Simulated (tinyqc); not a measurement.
Worked calculation: Koster-Slater impurity in a tight-binding band, by Green functions and by supercells. Computed by tinyqc, a small Python program that keeps every step. Command: `OMP_NUM_THREADS=1 python tinyqc.py 3021937 3021938 out.jsonl kosterslater walk`. One thread of a shared host (Intel(R) Xeon(R) Processor @ 2.30GHz), about 0.04 s of CPU time with the checks. Intermediate numbers are printed to about 6 digits and carried at full precision; extremes and crossings named in words are read from the listed rows.

One orbital per site, e(k) = -2 t sum cos(k_i) over 2 direction(s), band from -4 t to 4 t, lattice constant 1. One site has the extra energy U. Spin is left out.

Inputs (values chosen for the exercise, for a model band):
```
quantity,value,unit
hopping t,0.36,eV
impurity potential U,-1.01,eV
supercell edge N,3,sites
energy inside the band E,-0.334,eV
broadening eta,0.054,eV
impurity concentration c,0.009,per site
```

Lattice: square.

Constants: hbar = 6.582119569e-16 eV s.

## The host Green function outside the band

Outside the band G0(E) = (2/(pi E)) K(m), m = 16 t^2/E^2, K the complete elliptic integral with parameter m. A bound state solves 1/U = G0(E). Energies: 0.05, 0.2, 0.5, 1, 2, 4 and 8 t beyond the band edge on the side of U, rounded to four digits.

Scan on the side of U:
```
E (eV),G0 (1/eV),1/U - G0 (1/eV)
-1.458,-1.42081,0.430708
-1.512,-1.09995,0.109855
-1.620,-0.87843,-0.111668
-1.800,-0.70569,-0.284405
-2.160,-0.53337,-0.456733
-2.880,-0.37263,-0.617466
-4.320,-0.23835,-0.751752
```

G0 diverges at the band edge, so any U binds a state, exponentially weakly when U is small.

## The bound state

Bisection in ln(distance from the edge) between 1e-5 t and |U| + t. Weight on the impurity site: -1/(U^2 dG0/dE), by a central difference with step min(1e-4 t, distance/30). Decay length along an axis: 1/arccosh(1 + distance/(2 t)).

level E_b = -1.55394 eV

distance from the band edge = 0.113939 eV

weight on the impurity site = 0.462010

decay length = 1.80046 sites

The state is shared between the impurity and its surroundings.

## Green function inside the band

Inside the band G0(z), z = E + i eta, comes from the chain form 1/(sqrt(y - 2t) sqrt(y + 2t)) (principal roots) at y = z + 2 t cos k, averaged over k in (0, pi) with 200 Gauss-Legendre points.

G0(E + i eta) = -0.63570-1.26119i 1/eV

## Scattering

T = U/(1 - U G0); phase shift delta = -arg(1 - U G0) in (-pi, pi]; host density of states -Im G0/pi; on the impurity -Im[G0/(1 - U G0)]/pi; lifetime of a band state hbar/(-2 c Im T).

T matrix = -0.206504-0.734871i eV

phase shift delta = 1.29685 rad

host density of states = 0.401450 1/eV

density of states on the impurity = 0.229308 1/eV

scattering lifetime = 49.7602 fs

The Born approximation would take Im T = U^2 Im G0 = -1.29 eV, 1.75 times the full value.

## The supercell Hamiltonian at Gamma

H_ij = -t for each bond from i to j, images included (two bonds add when N = 2); H_11 = U; sites are numbered with the last coordinate running fastest. Diagonalise.

H (eV):
```
,1,2,3,4,5,6,7,8,9
1,-1.01,-0.36,-0.36,-0.36,0.00,0.00,-0.36,0.00,0.00
2,-0.36,0.00,-0.36,0.00,-0.36,0.00,0.00,-0.36,0.00
3,-0.36,-0.36,0.00,0.00,0.00,-0.36,0.00,0.00,-0.36
4,-0.36,0.00,0.00,0.00,-0.36,-0.36,-0.36,0.00,0.00
5,0.00,-0.36,0.00,-0.36,0.00,-0.36,0.00,-0.36,0.00
6,0.00,0.00,-0.36,-0.36,-0.36,0.00,0.00,0.00,-0.36
7,-0.36,0.00,0.00,-0.36,0.00,0.00,0.00,-0.36,-0.36
8,0.00,-0.36,0.00,0.00,-0.36,0.00,-0.36,0.00,-0.36
9,0.00,0.00,-0.36,0.00,0.00,-0.36,-0.36,-0.36,0.00
```

levels (eV): [-1.67770, -0.85501, -0.36000, -0.36000, -0.36000, 0.44271, 0.72000, 0.72000, 0.72000]

## The level in the supercell

In a periodic cell of N sites along each direction with Bloch vector K, the level solves 1/U = N^-d sum_k 1/(E - e(k)), k_i = (2 pi m_i + K_i)/N, m_i = 0..N-1; the outermost root on the side of U is taken (bisection). d is the number of directions. Gamma means K_i = 0, the zone corner K_i = pi, the quarter point K_i = pi/2. The error is measured against the isolated level E_b.

level at Gamma = -1.67770 eV

level at the corner = -1.36195 eV

level at the quarter point = -1.53481 eV

error at Gamma = -0.123759 eV

width between Gamma and the corner = 0.315751 eV

Images turn the level into a band 0.316 eV wide; the quarter point misses the isolated level by 0.019 eV, far less than Gamma, because the leading hopping between images averages out there.

## Convergence with cell size

Even N; errors against the isolated level E_b, set to 0 below 1e-6 t.

Error of the level (eV):
```
N,sites,Gamma,corner,quarter point
2,4,-2.76394e-01,5.43939e-01,8.13241e-02
4,16,-6.34803e-02,8.13241e-02,5.29776e-03
6,36,-1.89069e-02,1.91270e-02,4.77971e-04
8,64,-5.72816e-03,5.29776e-03,4.59379e-05
12,144,-5.13965e-04,4.77971e-04,4.48936e-07
16,256,-4.75639e-05,4.59379e-05,0
```

The error at Gamma falls exponentially, between the last two resolved rows by exp(-0.595) per site against 1/(decay length) = 0.555; the rest is the power-law prefactor of the Green function. Gamma and the corner err in opposite directions. Among the sizes listed an error below 1 meV is first reached at N = 12 at Gamma; at the quarter point N = 6 is enough.

## Phase shift across the band

delta/pi = -arg(1 - U G0)/pi counts the states added below E (Friedel); host DOS = -Im G0/pi, DOS on the impurity = -Im[G0/(1 - U G0)]/pi; 13 evenly spaced energies from -(band edge + |U| + 2t) to +(band edge + |U| + 2t).

Across the spectrum:
```
E (eV),Re G0 (1/eV),host DOS (1/eV),DOS on the impurity (1/eV),delta/pi
-3.17000,-0.333811,0.002038,0.00464,0.003106
-2.64167,-0.412356,0.003225,0.00947,0.005581
-2.11333,-0.548895,0.006245,0.03139,0.014144
-1.58500,-0.916288,0.027812,2.08404,0.276719
-1.05667,-0.813722,0.249227,0.37929,0.429473
-0.52833,-0.677582,0.340714,0.26862,0.409577
0.00000,0.000000,0.656958,0.12290,0.357621
0.52833,0.677582,0.340714,0.08505,0.181633
1.05667,0.813722,0.249227,0.06318,0.130354
1.58500,0.916288,0.027812,0.00749,0.014579
2.11333,0.548895,0.006245,0.00258,0.004057
2.64167,0.412356,0.003225,0.00161,0.002299
3.17000,0.333811,0.002038,0.00114,0.001540
```

delta/pi starts and ends near zero (+0.003 and +0.002): the impurity moves states but creates none. The level lies only 2.1 eta outside the band, so the broadening smears its step. delta/pi rises at the bound state below the band (-1.554 eV), reaches 0.43 among these rows (1 in the limit of small eta, just above the level) and is paid back by the top of the band.

Checks made by the program: G0 at the level by a direct sum over directions (relative difference below 1e-10); diagonalisation against the k sum (relative difference below 1e-10).
